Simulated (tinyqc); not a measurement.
Worked calculation: MP2 on RHF in the sto-3g basis, frozen core, for BeH2, spin multiplicity 1. One step of it, computed by the program tinyqc.

Problem. Orthogonalisation. S = U s U^T; symmetric (Loewdin) form X = U s^(-1/2) U^T, so that X^T S X = 1.

overlap S, lower triangle:
```
           1Be 1s    1Be 2s   1Be 2px    1Be 2py   1Be 2pz     2H 1s     3H 1s
1Be 1s   1.000000
1Be 2s   0.259517  1.000000
1Be 2px  0.000000  0.000000  1.000000
1Be 2py  0.000000  0.000000  0.000000   1.000000
1Be 2pz  0.000000  0.000000  0.000000   0.000000  1.000000
2H 1s    0.035501  0.343293  0.000000   0.428376  0.000000  1.000000
3H 1s    0.033976  0.336276  0.000000  -0.421608  0.000000  0.009245  1.000000
```

Give: eigenvalues of S; X.

Solution.

eigenvalues of S: 0.3941  0.4772  0.9611  1.0000  1.0000  1.5704  1.5973

X, lower triangle:
```
          1Be 1s   1Be 2s  1Be 2px  1Be 2py  1Be 2pz    2H 1s   3H 1s
1Be 1s    1.0284
1Be 2s   -0.1489   1.1370
1Be 2px   0.0000   0.0000   1.0000
1Be 2py  -0.0002   0.0034   0.0000   1.1889
1Be 2pz   0.0000   0.0000   0.0000   0.0000   1.0000
2H 1s     0.0207  -0.2073   0.0000  -0.2864   0.0000   1.1511
3H 1s     0.0205  -0.2006   0.0000   0.2800   0.0000  -0.0473  1.1444
```
